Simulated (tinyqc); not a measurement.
Worked calculation: plane-wave Kohn-Sham cycle with exchange-only LDA in a layered model solid. Computed by tinyqc, a small Python program that keeps every step. Settings: points = 16, plane-wave index or count = 2, electrons = 2, k points = 3, area = 20.0, mixing = 0.3, iteration cap = 50. Command: `OMP_NUM_THREADS=1 python tinyqc.py 23106 23107 out.jsonl` (the two numbers bound the seeds that draw the settings). One thread of a shared host (Intel(R) Xeon(R) Processor @ 2.60GHz), about 0.02 s of CPU time with the checks. Later iterations appear only in the table of the cycle.

## Iteration 1: potential

A solid whose potential varies along x alone (atomic units):

| parameter | value |
|---|---|
| period a | 15.000000 |
| cross-section of the cell | 20.000000 |
| electrons per cell | 2 |
| grid points | 16 |
| plane waves -n..n, n | 2 |
| k points | 3 |
| V1 in V1 cos(2 pi x/a) | -0.400000 |
| V2 in V2 cos(4 pi x/a) | -0.290000 |

density at the start, on the grid x_j = j a/N (e/bohr^3): 0.00666667  0.00666667  0.00666667  0.00666667  0.00666667  0.00666667  0.00666667  0.00666667  0.00666667  0.00666667  0.00666667  0.00666667  0.00666667  0.00666667  0.00666667  0.00666667

V_H(G) = 4 pi rho(G)/G^2 for G != 0 (uniform background); v_x = -(3 rho/pi)^(1/3); V = V_ext + V_H + v_x; Fourier components f(G_m) = (1/N) sum_j f(x_j) exp(-i G_m x_j).

Potentials on the grid (hartree):

| x | V_ext | V_H | v_x | V |
|---|---|---|---|---|
| 0.000000 | -0.690000 | 0.000000 | -0.185336 | -0.875336 |
| 0.937500 | -0.574613 | 0.000000 | -0.185336 | -0.759949 |
| 1.875000 | -0.282843 | 0.000000 | -0.185336 | -0.468179 |
| 2.812500 | 0.051988 | 0.000000 | -0.185336 | -0.133349 |
| 3.750000 | 0.290000 | 0.000000 | -0.185336 | 0.104664 |
| 4.687500 | 0.358134 | 0.000000 | -0.185336 | 0.172798 |
| 5.625000 | 0.282843 | 0.000000 | -0.185336 | 0.097507 |
| 6.562500 | 0.164491 | 0.000000 | -0.185336 | -0.020845 |
| 7.500000 | 0.110000 | 0.000000 | -0.185336 | -0.075336 |
| 8.437500 | 0.164491 | 0.000000 | -0.185336 | -0.020845 |
| 9.375000 | 0.282843 | 0.000000 | -0.185336 | 0.097507 |
| 10.312500 | 0.358134 | 0.000000 | -0.185336 | 0.172798 |
| 11.250000 | 0.290000 | 0.000000 | -0.185336 | 0.104664 |
| 12.187500 | 0.051988 | 0.000000 | -0.185336 | -0.133349 |
| 13.125000 | -0.282843 | 0.000000 | -0.185336 | -0.468179 |
| 14.062500 | -0.574613 | 0.000000 | -0.185336 | -0.759949 |

V(G_m), m = 0, 1, 2, ... (hartree): -0.185336  -0.200000  -0.145000  0.000000  0.000000

## Iteration 1: Hamiltonian at one k

k = 0.000000 2 pi / a

H(m,m') = (k + G_m)^2/2 delta + V(G_m - G_m'), with V(-G) = V(G).

H (hartree):
```
           -2         -1         +0         +1         +2
-2   0.165583  -0.200000  -0.145000   0.000000   0.000000
-1  -0.200000  -0.097606  -0.200000  -0.145000   0.000000
+0  -0.145000  -0.200000  -0.185336  -0.200000  -0.145000
+1   0.000000  -0.145000  -0.200000  -0.097606  -0.200000
+2   0.000000   0.000000  -0.145000  -0.200000   0.165583
```

## Iteration 1: levels at that k

Diagonalise the Hermitian matrix.

eigenvalues (hartree): -0.604457  -0.102059  0.068969  0.273129  0.315036

## Iteration 1: new density

Motion across x is left out: the lowest 1 band(s) hold two electrons at each of the k points (j + 1/2)/nk - 1/2. Residual R = rho(out) - rho(in); rho(new) = rho(in) + 0.3 R. rho(out) = 2/(a A nk) sum |psi|^2 with psi = sum c exp(i G x). Harris energy E = band energy - dV sum rho (V_H/2 + v_x) + (3/4) dV sum rho v_x with rho(in), dV = a A/N, band energy = (2/nk) sum of the filled levels.

rho(out) (e/bohr^3): 0.02934665  0.02358907  0.01171013  0.00296292  0.00017877  0.00006468  0.00002449  0.00005000  0.00015990  0.00005000  0.00002449  0.00006468  0.00017877  0.00296292  0.01171013  0.02358907

density after iteration 1 (e/bohr^3): 0.01347066  0.01174339  0.00817971  0.00555554  0.00472030  0.00468607  0.00467401  0.00468167  0.00471464  0.00468167  0.00467401  0.00468607  0.00472030  0.00555554  0.00817971  0.01174339

energy per cell = -1.11186105 hartree

## Iteration 2: potential

As before.

Potentials on the grid (hartree):

| x | V_ext | V_H | v_x | V |
|---|---|---|---|---|
| 0.000000 | -0.690000 | 0.293318 | -0.234308 | -0.630990 |
| 0.937500 | -0.574613 | 0.257424 | -0.223832 | -0.541020 |
| 1.875000 | -0.282843 | 0.167210 | -0.198413 | -0.314046 |
| 2.812500 | 0.051988 | 0.059306 | -0.174408 | -0.063114 |
| 3.750000 | 0.290000 | -0.038070 | -0.165189 | 0.086741 |
| 4.687500 | 0.358134 | -0.114663 | -0.164788 | 0.078683 |
| 5.625000 | 0.282843 | -0.169357 | -0.164647 | -0.051161 |
| 6.562500 | 0.164491 | -0.202067 | -0.164737 | -0.202313 |
| 7.500000 | 0.110000 | -0.212885 | -0.165123 | -0.268007 |
| 8.437500 | 0.164491 | -0.202067 | -0.164737 | -0.202313 |
| 9.375000 | 0.282843 | -0.169357 | -0.164647 | -0.051161 |
| 10.312500 | 0.358134 | -0.114663 | -0.164788 | 0.078683 |
| 11.250000 | 0.290000 | -0.038070 | -0.165189 | 0.086741 |
| 12.187500 | 0.051988 | 0.059306 | -0.174408 | -0.063114 |
| 13.125000 | -0.282843 | 0.167210 | -0.198413 | -0.314046 |
| 14.062500 | -0.574613 | 0.257424 | -0.223832 | -0.541020 |

V(G_m), m = 0, 1, 2, ... (hartree): -0.181966  -0.091821  -0.134108  0.000723  0.000306

## Iteration 2: Hamiltonian at one k

k = 0.000000 2 pi / a

As before.

H (hartree):
```
           -2         -1         +0         +1         +2
-2   0.168953  -0.091821  -0.134108   0.000723   0.000306
-1  -0.091821  -0.094236  -0.091821  -0.134108   0.000723
+0  -0.134108  -0.091821  -0.181966  -0.091821  -0.134108
+1   0.000723  -0.134108  -0.091821  -0.094236  -0.091821
+2   0.000306   0.000723  -0.134108  -0.091821   0.168953
```

## Iteration 2: levels at that k

As before.

eigenvalues (hartree): -0.403788  -0.091659  -0.008479  0.216998  0.254396

## Iteration 2: new density

As before.

rho(out) (e/bohr^3): 0.02858404  0.02318280  0.01191947  0.00336002  0.00033453  0.00001972  0.00000162  0.00010413  0.00023805  0.00010413  0.00000162  0.00001972  0.00033453  0.00336002  0.01191947  0.02318280

density after iteration 2 (e/bohr^3): 0.01800467  0.01517521  0.00930164  0.00489689  0.00340457  0.00328617  0.00327229  0.00330840  0.00337166  0.00330840  0.00327229  0.00328617  0.00340457  0.00489689  0.00930164  0.01517521

energy per cell = -0.77807511 hartree

## Convergence

Stop when sqrt(dV sum R^2) is below 1e-8, dV = a A/N.

Course of the cycle:

| iteration | E (hartree) | norm of the residual |
|---|---|---|
| 1 | -1.11186105 | 1.71e-01 |
| 2 | -0.77807511 | 1.16e-01 |
| 3 | -0.62433265 | 6.31e-02 |
| 4 | -0.71022187 | 2.20e-01 |
| 5 | -0.89998538 | 1.23e-01 |
| 6 | -0.67652054 | 8.11e-02 |
| 7 | -0.65583320 | 1.92e-01 |
| 8 | -0.87866624 | 1.18e-01 |
| 9 | -0.66682117 | 7.77e-02 |
| 10 | -0.67031024 | 2.03e-01 |
| 11 | -0.89459122 | 1.20e-01 |
| ... | ... | ... |
| 40 | -0.66348633 | 1.98e-01 |
| 41 | -0.88970844 | 1.19e-01 |
| 42 | -0.67173990 | 7.91e-02 |
| 43 | -0.66335779 | 1.98e-01 |
| 44 | -0.88958388 | 1.19e-01 |
| 45 | -0.67168342 | 7.91e-02 |
| 46 | -0.66344126 | 1.98e-01 |
| 47 | -0.88966487 | 1.19e-01 |
| 48 | -0.67172014 | 7.91e-02 |
| 49 | -0.66338699 | 1.98e-01 |
| 50 | -0.88961225 | 1.19e-01 |

Not converged within 50 iterations: the residual wanders without falling. Reruns (cap 100 unless said): mixing 0.1: not converged; mixing 0.5, Kerker q0 1.0: not converged; mixing 0.3, Pulay depth 5: not converged; the original settings with a cap of 400: not converged.
